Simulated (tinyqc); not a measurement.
Froehlich polaron in a polar crystal: one step, computed by the program tinyqc.

One electron in a parabolic band of mass m*, coupled to dispersionless LO phonons in the continuum model. Energies are in units of hbar omega unless marked, wave numbers in k_0 = sqrt(2 m* omega/hbar).

Task: Coupling constant and length scale. 1/eps* = 1/eps_inf - 1/eps_s; k_0 = sqrt(2 m* omega/hbar) = sqrt(m* hbar omega / (hbar^2/(2 m_0))) with m* in m_0; alpha = (e^2/(4 pi eps_0)) k_0/(2 eps* hbar omega); polaron length 1/k_0.

Inputs (values chosen for the exercise, modelled on aluminium nitride):
```
quantity                          value  unit
band mass m*                      0.314   m_0
LO phonon energy hbar omega         112   meV
eps_inf                            4.59     -
static dielectric constant eps_s    8.6     -
```

Constants: hbar^2/(2 m_0) = 3.80998212 eV angstrom^2; e^2/(4 pi eps_0) = 14.39964548 eV angstrom.

Give: eps*; k_0; coupling constant alpha; polaron length 1/k_0.

Result:

eps* = 9.844

k_0 = 0.09608 1/angstrom

coupling constant alpha = 0.6274

polaron length 1/k_0 = 10.41 angstrom

Weak coupling: perturbation theory should serve.
